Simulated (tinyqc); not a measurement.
## The weight eta from points of equal mobility

Inverse problem. If the mobility depends on E = q (Ndep + eta Ns)/(eps0 eps_r) alone, two points of equal mobility on its falling branch have equal E. Find eta and E.

Inputs (values chosen for the exercise):
- eps_r = 11.7 (relative permittivity of the semiconductor)

Constants: q = 1.602176634e-19 C, eps0 = 8.8541878128e-14 F/cm where lengths are in cm. Results are converted to the units shown.

Ndep at two body biases (cm^-2): 2.0510191e12  3.3451120e12
Ns at which the mobility is the same (cm^-2): 1e13  6.1938443e12

Solution. eta is the ratio of the differences of Ndep and Ns.

eta = 0.340
E = 0.843 MV/cm

tinyqc, about 0.01 s, one thread, Intel Xeon 2.30GHz (shared host): `OMP_NUM_THREADS=1 python tinyqc.py 2510027 2510028 out.jsonl`
